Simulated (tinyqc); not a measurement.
# Gate-all-around wire, scale length and short-channel effects: several studies

A round wire of diameter ts in an insulator shell of thickness ti under a surrounding gate. Below threshold the potential that source and drain add obeys Laplace's equation and vanishes on the gate. Its lowest mode decays along the channel as exp(-k y); k is the smallest positive root of the matching condition at the interface, and the scale length is Lambda = pi/k.

Parameters, values chosen for the exercise; permittivities: semiconductor close to that of silicon, insulator close to that of zirconium oxide:

| symbol | value | unit | meaning |
|---|---|---|---|
| T | 250 | K | temperature |
| eps_r | 11.8 |  | relative permittivity of the semiconductor |
| ei | 24.2 |  | relative permittivity of the insulator |
| ti | 4.6 | nm | insulator thickness |
| ts | 4.4 | nm | wire diameter |
| L | 24 | nm | channel length |
| Vbi | 0.87 | V | potential of the source |
| sT | 0.44 | V | potential of the barrier top at threshold |
| Vds | 0.5 | V | drain voltage |

Constants: q = 1.602176634e-19 C, kB = 1.380649e-23 J/K, Vt = kB T/q. Results are converted to the units shown.

Each table varies one quantity; the others keep the values above.

## A higher permittivity at fixed equivalent oxide thickness

k is the smallest positive root of f(k) = ei J0(u)[J1(u) Y0(v) - Y1(u) J0(v)] - eps_r J1(u)[J0(u) Y0(v) - Y0(u) J0(v)], u = k ts/2, v = u + k ti. Along the channel psi(y) = s + a exp(y/l) + b exp(-y/l) with psi(0) = Vbi, psi(L) = Vbi + Vds and l = 1/k = Lambda/pi; with A = Vbi - s, B = A + Vds, x = exp(-L/l): a = (B - A x) x/(1 - x^2), b = (A - B x)/(1 - x^2). The minimum is s + 2 sqrt(a b), at y = (l/2) ln(b/a). The long-channel potential follows the gate as s = sT + (Vg - VTL)/m, and the threshold VT is the gate voltage at which the minimum equals sT. Swing = m Vt ln 10/g at threshold, g = d(minimum)/ds = 1 - (b x + a)/((1 + x) sqrt(a b)). DIBL = [VT(0.05 V) - VT(Vds)]/(Vds - 0.05 V). sT and Vbi are held fixed; m = 1. The equivalent oxide thickness 3.9 ti/ei is held at 0.74 nm, so ti = 0.74 ei/3.9 nm.

A higher permittivity at fixed equivalent oxide thickness:
```
ei,ti (nm),Lambda (nm),L/Lambda,DIBL (mV/V),swing (mV/decade)
3.9,0.7400,5.349,4.487,0.6894,49.70
5,0.9487,5.348,4.487,0.6887,49.70
7.5,1.423,5.424,4.425,0.7602,49.71
10,1.897,5.605,4.282,0.9521,49.73
15,2.846,6.264,3.832,1.937,49.87
20,3.795,7.224,3.322,4.345,50.19
25,4.744,8.350,2.874,8.904,50.80
35,6.641,10.79,2.224,25.98,53.04
```

Read the table: what changes, and by how much?

As ei goes from 3.9 to 35, Lambda rises from 5.35 to 10.8 nm, DIBL rises from 0.689 to 26.0 mV/V and the swing rises from 49.7 to 53.0 mV a decade. The ratio ei/ti is the same in every row, yet the insulator grows from 0.740 to 6.64 nm, and drain fields reach the channel sideways through it.

## Effect of the channel length

Same model as above.

The same in every row: Lambda (nm) = 8.1741.

Effect of the channel length:
```
L (nm),L/Lambda,VT - VTL at Vds = 0.05 V (mV),VT - VTL at Vds (mV),DIBL (mV/V),swing (mV/decade)
9,1.1010,-238.25,-337.89,221.42,77.067
11,1.3457,-142.00,-200.46,129.91,66.048
13,1.5904,-88.731,-124.79,80.126,59.919
15,1.8351,-57.101,-80.071,51.043,56.262
18,2.2021,-30.476,-42.607,26.956,53.168
22,2.6914,-13.649,-19.039,11.977,51.205
26,3.1808,-6.2288,-8.6787,5.4442,50.336
31,3.7925,-2.3630,-3.2905,2.0609,49.883
37,4.5265,-0.74334,-1.0348,0.64771,49.693
```

Read the table: what changes, and by how much?

From L = 9 to 37 nm, DIBL falls from 221 to 0.648 mV/V and the swing falls from 77.1 to 49.7 mV a decade (long-channel value 49.6). Between the last two rows the threshold shift at Vds decays with a length of 5.19 nm, against 2 Lambda/pi = 5.20 nm for a shift that goes as exp(-pi L/(2 Lambda)). DIBL first drops below 100 mV/V at L = 13 nm among the rows, L/Lambda = 1.6. For L = 9 to 11 nm L is under 1.5 Lambda, where higher modes, left out of the one-mode potential, count.

## Effect of the drain voltage

Same model as above.

The same in every row: Lambda (nm) = 8.1741; L/Lambda = 2.9361.

Result of one run:
```
Vds (V),VT - VTL at Vds (mV),DIBL (mV/V),swing (mV/decade)
0.95,-15.663,7.1741,50.783
```

What becomes of these results when the drain voltage Vds is changed from 0.95 to 0.65 V, all else the same?

Result of the changed run:
```
Vds (V),VT - VTL at Vds (mV),DIBL (mV/V),swing (mV/decade)
0.65,-13.839,7.7199,50.717
```

The whole series:
```
Vds (V),VT - VTL at Vds (mV),DIBL (mV/V),swing (mV/decade)
0.2,-10.551,8.9622,50.629
0.35,-11.746,8.4647,50.655
0.5,-12.833,8.0597,50.685
0.65,-13.839,7.7199,50.717
0.8,-14.778,7.4284,50.750
0.95,-15.663,7.1741,50.783
1.1,-16.503,6.9492,50.816
```

As Vds goes from 0.2 to 1.1 V, Lambda stays at 8.17 nm, DIBL falls from 8.96 to 6.95 mV/V and the swing stays near 50.7 mV a decade.

tinyqc, about 0.01 s, one thread, Intel Xeon 2.30GHz (shared host): `OMP_NUM_THREADS=1 python tinyqc.py 2420010 2420011 out.jsonl`
